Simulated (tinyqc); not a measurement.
Worked calculation: current of a Schottky diode by thermionic-emission-diffusion theory, and its read-back from I-V-T and C-V data. Computed by tinyqc, a small Python program that keeps every step. Command: `OMP_NUM_THREADS=1 python tinyqc.py 3015702 3015703 out.jsonl schottky walk`. One thread of a shared host (Intel(R) Xeon(R) Processor @ 2.30GHz), about 0.01 s of CPU time with the checks. Intermediate numbers are printed to about 5 digits and carried at full precision; extremes and crossings named in words are read from the listed rows.

Full ionisation, no tunnelling, no recombination current. V is the voltage across the junction itself, forward positive.

Inputs (values chosen for the exercise, modelled on p-type silicon):
```
quantity                                     value           unit
Richardson constant A*                        32.9   A/(cm^2 K^2)
effective density of states at 300 K, N_c  2.5e+19         1/cm^3
permittivity eps                              11.7              -
mobility mu                                    440     cm^2/(V s)
barrier without image force phi_0            0.616             eV
doping N                                   2.9e+16         1/cm^3
series resistance R_s                          7.5  milliohm cm^2
junction voltage V                            0.25              V
temperature T                                  423              K
```

Barrier: uniform.

Constants: k_B = 8.617333262e-05 eV/K; e = 1.602176634e-19 C; eps_0 = 8.8541878128e-12 F/m.

## Barrier at the given bias

N_c(T) = N_c (T/300 K)^(3/2); V_bi = phi_0 - (k_B T/e) ln(N_c(T)/N); surface field F = sqrt(2 e N (V_bi - V - k_B T/e)/(eps eps_0)); image lowering d_phi = sqrt(e F/(4 pi eps eps_0)); effective barrier phi = phi_0 - d_phi.

built-in voltage V_bi = 0.35083 V

surface field F = 24.030 kV/cm

image lowering = 17.197 meV

effective barrier phi = 0.59880 eV

## Current

Collection velocity v_R = A* T^2/(e N_c(T)); diffusion velocity v_D = mu F; J = e N_c(T) v_R/(1 + v_R/v_D) exp(-phi/k_B T) [exp(e V/k_B T) - 1]. Terminal voltage V + J R_s.

v_R = 8.7780e+05 cm/s

v_D = 1.0573e+07 cm/s

current density J = 379.33 A/cm^2

terminal voltage = 3.0950 V

v_D/v_R = 12.0: emission over the barrier limits the current. Caution: the series resistance drops more than 1 V, so self-heating would matter at this junction voltage.

## Read-back from the I-V curve

Ideality n = (e/k_B T)/(d ln J/dV) by a central difference of +/- 1 mV; J_0 = J exp(-e V/(n k_B T)); apparent barrier phi_IV = k_B T ln(A* T^2/J_0); a C-V plot gives phi_CV = phi_0, the mean without lowering.

ideality factor n = 1.0958

extrapolated J_0 = 0.72592 A/cm^2

apparent barrier phi_IV = 0.57989 eV

phi_CV - phi_IV = 36.113 meV

n exceeds 1 because forward bias lowers the field, which weakens the image lowering.

## Temperature series and Richardson plot

A least-squares line of ln(J_0/T^2) against 1/(k_B T) gives a barrier (minus the slope) and a Richardson constant (exp of the intercept).

At the same junction voltage:
```
T (K)  1/k_B T (1/eV)       n  J_0 (A/cm^2)  phi_IV (eV)  ln(J_0/T^2)
200            58.023  1.0264    2.2382e-09      0.58611      -30.514
250            46.418  1.0308    3.1132e-06      0.58633      -23.723
300            38.682  1.0375    4.1876e-04      0.58630      -19.186
350            33.156  1.0488    1.4866e-02      0.58566      -15.925
400            29.011  1.0727    2.3708e-01      0.58307      -13.422
450            25.788  1.1577    2.7167e+00      0.57052      -11.219
```

barrier from the Richardson plot = 0.59455 eV

Richardson constant from the plot = 49.396 A/(cm^2 K^2)

From 200 to 450 K n goes from 1.026 to 1.158 and phi_IV from 0.586 to 0.571 eV. The plot returns 0.595 eV against phi_0 = 0.616 and a constant 1.50 times the true A*.

## Forward curve with series resistance

Terminal voltage V + J R_s; apparent ideality from neighbouring rows, (e/k_B T) dV_terminal/d ln J.

Forward curve; the last column belongs to the interval up to the next row:
```
V (V)   J (A/cm^2)  terminal voltage (V)  apparent n
0.0695        2.86                0.0910       1.824
0.0965        6.41                0.1446       2.937
0.1230       13.48                0.2241       5.100
0.1500       28.03                0.3602       9.471
0.1770       57.51                0.6083      18.261
0.2040      116.76                1.0797      35.800
0.2310      234.47                1.9895      70.186
0.2580      462.87                3.7296           -
```

The resistance takes over where J R_s exceeds k_B T/e, at J = 4.86 A/cm^2; the apparent ideality climbs from 1.82 to 70.2, so barrier and n must be read below that current. Rows where the resistance drops more than 1 V are formal, since self-heating is left out.

Checks made by the program: v_D = mu F against the drift-diffusion integral over the parabolic barrier, a ratio 2 y Dawson(y) with y^2 = (V_bi - V)/(k_B T/e) - 1 (relative difference 3e-01).
